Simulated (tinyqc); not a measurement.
Trap spacing and activation energy from three currents.

Inverse problem. In its exponential range, without heating, an amorphous layer of thickness ua passes I = (I0/2) exp[-(Ea - q V dz/(2 ua))/kB T]. Find dz, Ea and I0.

Parameters, values chosen for the exercise: amorphous thickness ua = 22 nm.

Constants: q = 1.602176634e-19 C, kB = 1.380649e-23 J/K. Results are converted to the units shown.

I at (0.26 V, 300 K), (0.39 V, 300 K) and (0.39 V, 340 K) (nA): [2354.4155, 5676.3123, 15571.460]

Solution. The two voltages give dz/ua, the two temperatures the lowered barrier.

dz = 7.70 nm
Ea = 0.290 eV
I0 = 60.3 mA

tinyqc, about 0.01 s, one thread, Intel Xeon 2.30GHz (shared host): `OMP_NUM_THREADS=1 python tinyqc.py 2490055 2490056 out.jsonl`
